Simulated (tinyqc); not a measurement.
Solubility, supersaturation, precipitation and gettering of an impurity in a silicon-like host: one step, computed by the program tinyqc.

The wafer was saturated at T1 and is then held at T.

Problem. Growing precipitates. Growing sinks: with y = r/r_f and y0 = r0/r_f, dy/dt = (1 - y^3)/(3 tau_f y), which integrates to t/tau_f = F(y) - F(y0), F(y) = (1/2) ln[(1 + y + y^2)/(1 - y)^2] - sqrt(3) arctan[(2y + 1)/sqrt(3)]; the share of the excess left is (1 - y^3)/(1 - y0^3), and C(t) = C_eq + (C0 - C_eq) x share.

Inputs (values chosen for the exercise, modelled on chromium in silicon):
```
quantity                      value  unit
temperature of saturation T1   1400     K
anneal temperature T           1162     K
initial sink radius r0           13    nm
anneal time t                    47     s
```

final radius r_f = 16.33236 nm

tau_f = 371.3723 s

C_eq(T) = 1.774042e+12 1/cm^3

C0 = 2.240357e+14 1/cm^3

Give: radius at t; share of the excess left; C(t) with growing sinks.

Solution.

radius at t = 13.402 nm

share of the excess left = 0.90273

C(t) with growing sinks = 2.0242e+14 1/cm^3

9.7 % of the excess has precipitated. Caution: the barrier to homogeneous nucleation is below 35 k_B T for these inputs, so new precipitates would form and outnumber the fixed sinks assumed here.
